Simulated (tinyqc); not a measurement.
## p-n heterojunction, non-linear Poisson equation by Newton steps, Fermi-Dirac statistics: effect of the conduction-band offset Ec2 - Ec1

One dimension, material 1 (p-type) at x < 0 and material 2 (n-type) at x > 0. Band edges: Ec = -psi in material 1 and -psi + dEc in material 2, Ev = Ec - Eg. Flat quasi-Fermi levels: 0 for holes, +V for electrons. n = Nc F((EFn - Ec)/Vt), p = Nv F((Ev - EFp)/Vt), with F(eta) = F_1/2(eta) = (2/sqrt(pi)) int_0^infinity sqrt(u) du/(1 + exp(u - eta)) (Fermi-Dirac statistics); full ionisation, no interface charge, classical densities; the doping types are chosen for the exercise.

Exact first integral: on each side D^2/(2 eps0 er) = G, G = q [Vt (nI_j - nI_b) + Vt (pI_j - pI_b) - C (psi_j - psi_b)], with C = -N1 or +N2, b the neutral end of that side, and nI, pI the densities with F_1/2 replaced by F_3/2(eta) = (4/(3 sqrt(pi))) int_0^infinity u^(3/2) du/(1 + exp(u - eta)). D is continuous, so er1 G1(psi_j) = er2 G2(psi_j) fixes psi_j. Ends from Nv1 F((-psi_L - Eg1)/Vt) = N1 and Nc2 F((V + psi_R - dEc)/Vt) = N2. D is counted positive when psi rises towards material 2. Depletion (Anderson) capacitance C^2 = q eps0 er1 er2 N1 N2/(2 (er1 N1 + er2 N2)(psi_R - psi_L)). -dD/dV is the change of the displacement at the interface with both quasi-Fermi levels flat; it is the terminal capacitance only while neither side holds an inversion layer. n_j and p_j are densities at the interface.

Inputs (values chosen for the exercise); band and dielectric values close to those of CdTe and CdS: temperature T = 400 K; band gap of material 1 Eg1 = 1.49 eV; relative permittivity of material 1 er1 = 10.3; conduction-band density of states of material 1 Nc1 = 1.25e18 cm^-3; valence-band density of states of material 1 Nv1 = 2.76e19 cm^-3; band gap of material 2 Eg2 = 2.42 eV; relative permittivity of material 2 er2 = 8.92; conduction-band density of states of material 2 Nc2 = 3.42e18 cm^-3; valence-band density of states of material 2 Nv2 = 2.83e19 cm^-3; acceptor density of material 1 N1 = 5.5e17 cm^-3; donor density of material 2 N2 = 5.5e15 cm^-3; bias of side 1 against side 2 V = 0 V.

Constants: q = 1.602176634e-19 C, kB = 1.380649e-23 J/K, Vt = kB T/q, eps0 = 8.8541878128e-14 F/cm where lengths are in cm. Results are converted to the units shown.

Effect of the conduction-band offset Ec2 - Ec1:
columns A: dEc (eV); B: psi_R - psi_L (V); C: psi_j - psi_L (V); D: psi_R - psi_j (V); E: D/q (cm^-2); F: n_j in 1 (cm^-3); G: p_j in 2 (cm^-3); H: -dD/dV (nF/cm^2); I: depletion C (nF/cm^2)
```
A           B        C       D         E      F        G      H      I
-0.42  0.7136  0.02196  0.6916  1.888e11  19.86    2.940  22.60  21.99
-0.34  0.7936  0.02337  0.7702  1.997e11  20.69    28.74  21.37  20.85
-0.27  0.8636  0.02457  0.8390  2.089e11  21.42    211.6  20.45  19.99
-0.2   0.9336  0.02572  0.9078  2.176e11  22.15     1559  19.64  19.22
-0.12   1.014  0.02700  0.9866  2.272e11  22.98  1.530e4  18.82  18.45
-0.04   1.094  0.02824   1.065  2.364e11  23.83  1.503e5  18.09  17.76
0.03    1.164  0.02930   1.134  2.442e11  24.57  1.111e6  17.52  17.22
0.11    1.244  0.03048   1.213  2.528e11  25.43  1.093e7  16.93  16.66
0.18    1.314  0.03149   1.282  2.601e11  26.18  8.089e7  16.46  16.21
```

As dEc goes from -0.42 to 0.18, the total bending rises from 0.714 to 1.31 V and the sheet charge D/q rises from 1.89e11 to 2.60e11 cm^-2; the share of the bending in material 1 falls from 3.08 to 2.40 %. The alignment is staggered for dEc = -0.42, -0.34, -0.27, -0.2, -0.12, -0.04 eV. The capacitance departs most from the depletion formula at dEc = -0.42, where it is 2.8 % above it.

tinyqc, about 0.2 s, one thread, Intel Xeon 2.30GHz (shared host): `OMP_NUM_THREADS=1 python tinyqc.py 2040139 2040140 out.jsonl`
